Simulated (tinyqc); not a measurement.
Worked calculation: lattice vibrations of a chain. One step of it, computed by the program tinyqc.

Task: Dynamical matrix at q = 0.49. q is in units of 2 pi/a. A spring k from atom i to atom j, n cells on, adds k to Phi_ii and Phi_jj, -k exp(2 pi i q n) to Phi_ij and the conjugate to Phi_ji (for one atom a cell: 2k (1 - cos 2 pi q n)); D_ij = Phi_ij / sqrt(m_i m_j).

A chain moving along its axis:

| atom | mass (u) | spring to the next atom (eV/angstrom^2) |
|---|---|---|
| 1 | 30.000000 | 7.400000 |
| 2 | 50.800000 | 29.800000 |
| 3 | 71.000000 | 25.900000 |

Give: D(q).

Result:

D(q) (eV/(angstrom^2 u)):
```
                1        2               3
1          1.1100  -0.1896  0.5601+0.0352i
2         -0.1896   0.7323         -0.4962
3  0.5601-0.0352i  -0.4962          0.7845
```
